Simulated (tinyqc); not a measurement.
Inside a calculation. Model: energy and delay of logic against supply voltage.

Computed by the program tinyqc: `OMP_NUM_THREADS=1 python tinyqc.py 2082138 2082139 out.jsonl`, one thread of a shared Intel Xeon 2.30GHz, about 0.01 s for the whole run. Printed values are rounded.

One expression serves below and above threshold: I(Vg) = Ik [ln(1 + exp((Vg - VT + dd V)/(al nf Vt)))]^al, with I_on = I(V) and I_off = I(0). Gate delay td = kd C V/I_on, clock period LD td. Per gate and cycle the switching energy is act C V^2 and the leakage energy I_off V LD td. No short-circuit current, no variation. Minima are sought above 0.09 V; below a few Vt gates no longer switch and the model has no meaning.

Values chosen for this exercise; values of the order met in logic technologies:
- T = 300 K (temperature)
- VT = 0.39 V (threshold voltage at zero drain bias)
- nf = 1.23 (slope factor)
- dd = 0.11 (barrier lowering per volt of supply)
- Ik = 0.55 uA (specific current of a gate)
- al = 1.54 (exponent of the current law)
- C = 1.5 fF (load capacitance of a gate)
- kd = 0.8 (delay factor)
- LD = 40 (logic depth)
- act = 0.05 (activity factor)
- V = 0.44 V (supply voltage)

Constants: q = 1.602176634e-19 C, kB = 1.380649e-23 J/K, Vt = kB T/q. Results are converted to the units shown.

## Currents, delay and energies

I_on, I_off, td, clock frequency 1/(LD td), both energies and their sum.

I_on = 1.768940 uA
I_off = 0.01187134 nA
td = 298.4839 ps
clock frequency = 0.08375661 GHz
switching energy = 14.52 aJ
leakage energy = 0.06236390 aJ
energy = 14.58236 aJ

I_on/I_off = 1.49e5; leakage makes up 0.428 % of the energy.

## Starting value

V = 0.28 V.

V at the start = 0.28 V

## Iteration 1: new V

Minimum-energy supply: E(V) is the energy per gate and cycle; with h = 0.001 V, E' = (E(V + h) - E(V - h))/(2 h), E'' = (E(V - h) - 2 E(V) + E(V + h))/h^2, V(new) = V - E'/E''.

E' = 28.14573 aJ/V
E'' = 466.6689 aJ/V^2
V after iteration 1 = 0.2196880 V

## Iteration 2: new V

As before.

E' = -18.70998 aJ/V
E'' = 1205.343 aJ/V^2
V after iteration 2 = 0.2352106 V

## Course of the iteration

Stop when the step is below 1e-9 V, or after 40 iterations.

Course of the iteration:
```
iteration  V before the step (V)   step (V)
1                           0.28    -0.0603
2                      0.2196880     0.0155
3                      0.2352106    2.21e-3
4                      0.2374239    4.00e-5
5                      0.2374640    1.20e-8
6                      0.2374640  -2.38e-13
```

Converged in 6 iterations. There leakage makes up 27.9 % of the energy and the clock runs at 0.856 MHz.
